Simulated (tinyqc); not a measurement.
From internal-strain parameter zeta back to bond bending beta: Keating valence-force model of a tetrahedral crystal. Computed by tinyqc, a small Python program. Command: `OMP_NUM_THREADS=1 python tinyqc.py 3018062 3018063 out.jsonl keating inv`. One thread of a shared host (Intel(R) Xeon(R) Processor @ 2.30GHz), about 0.08 s of CPU time with the checks.

Atom A sits at 0 and atom B at a/4 (1,1,1) of an fcc lattice; the four bonds from A are t = a/4 (1,1,1), a/4 (1,-1,-1), a/4 (-1,1,-1), a/4 (-1,-1,1), of length d = sqrt(3) a/4. Energy: E = (3 alpha/(8 d^2)) sum over bonds (r.r - d^2)^2 + (3 beta/(8 d^2)) sum over pairs of bonds at one atom (r_i.r_j + d^2/3)^2; both atoms have the mass M. The cell holds two atoms, Omega = a^3/4. 1 N/m = 1 J/m^2. With constants fitted to the elastic moduli this model puts optical and zone-boundary frequencies of real crystals too high, by up to about 20 % in elemental crystals and up to about 50 % in compounds, and mostly by more for TA modes; in compounds the lattice part of the static dielectric constant then comes out too low.

Inputs (values chosen for the exercise, modelled on silicon): lattice constant a = 5.431 angstrom; bond stretching alpha = 49.7 N/m.

Structure: diamond.

Method. C11 = (alpha + 3 beta)/a, C12 = (alpha - beta)/a, C44 = 4 alpha beta/(a (alpha + beta)); with the two sublattices clamped C44(0) = (alpha + beta)/a; internal-strain parameter zeta = (alpha - beta)/(alpha + beta); B = (C11 + 2 C12)/3.

Question. A run gave the result below. Find the bond bending beta, known to lie between 6.5 and 16 N/m.

internal-strain parameter zeta = 0.5876058

Answer.

Each step takes the trial c = (a f_b - b f_a)/(f_b - f_a), f being the result less the target and a, b, c the logarithms of the listed values; c replaces end b, the old b replaces a if the sign of f changed, and otherwise f_a is halved.

Scan of the range:
```
bond bending beta (N/m),internal-strain parameter zeta
6.50,0.768683
7.55,0.736245
8.78,0.699726
10.20,0.659432
11.80,0.616260
13.80,0.565354
16.00,0.512938
```

False position (Illinois rule, in the logarithm of the input) inside the bracket:
```
step,end a,end b,trial,internal-strain parameter zeta
1,11.8000,13.8000,12.8871,0.588185
2,13.8000,12.8871,12.9096,0.587617
3,13.8000,12.9096,12.9104,0.587595
4,12.9096,12.9104,12.9100,0.587606
```

Internal-strain parameter zeta falls at every point of a 13-point scan of the range (every second point is shown), so one value fits; it is bracketed by 11.8 and 13.8. Answer: bond bending beta = 12.91 N/m.
